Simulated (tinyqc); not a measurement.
A double barrier with mass mismatch, transfer matrices: two steps of the calculation.

One electron of energy E comes from the left lead (band edge 0); no transverse momentum. Parabolic bands, masses in units of m0, C = hbar^2/(2 m0); psi and psi'/m are continuous at every interface. Barrier d1, well Lw, barrier d2; the right lead equals the left one.

Question 1. Product of the matrices. The matrix of the later layer stands to the left: M = M_n ... M_2 M_1; det M = 1.

M of layer 1:
```
             1            2
1  -0.55551968   0.12531546
2   -5.5172591  -0.55551968
```

M of layer 2:
```
            1            2
1  0.64585478  0.060249814
2  -9.6742474   0.64585478
```

M of layer 3:
```
             1            2
1  -0.55551968   0.12531546
2   -5.5172591  -0.55551968
```

Wanted: M.

Answer 1.

M:
```
         1         2
1  0.61091  -0.22325
2   2.8075   0.61091
```

Question 2. Transmission and reflection. The matrix M carries (psi, psi'/m) across the stack, and v = k/m in each lead. psi = 1 + r at the left edge (incident amplitude 1) and t at the right edge. With det M = 1, a = i vR M11 - M21 and b = -vL vR M12 - i vL M22: t = 2 i vL/(a - b), r = -(a + b)/(a - b), T(E) = (vR/vL) |t|^2, R(E) = |r|^2.

M:
```
            1            2
1  0.61090668  -0.22325346
2   2.8075401   0.61090668
```

vL = 12.671579 1/nm
vR = 12.671579 1/nm

Find: t; r; T(E); R(E).

Answer 2.

t = 0.22629-0.56499i
r = 0.73658+0.29502i
T(E) = 0.37042
R(E) = 0.62958

T(E) + R(E) = 1: the current is conserved.

Computed by the program tinyqc: `OMP_NUM_THREADS=1 python tinyqc.py 2560022 2560023 out.jsonl`, one thread of a shared Intel Xeon 2.30GHz, about 0.03 s for the whole run.
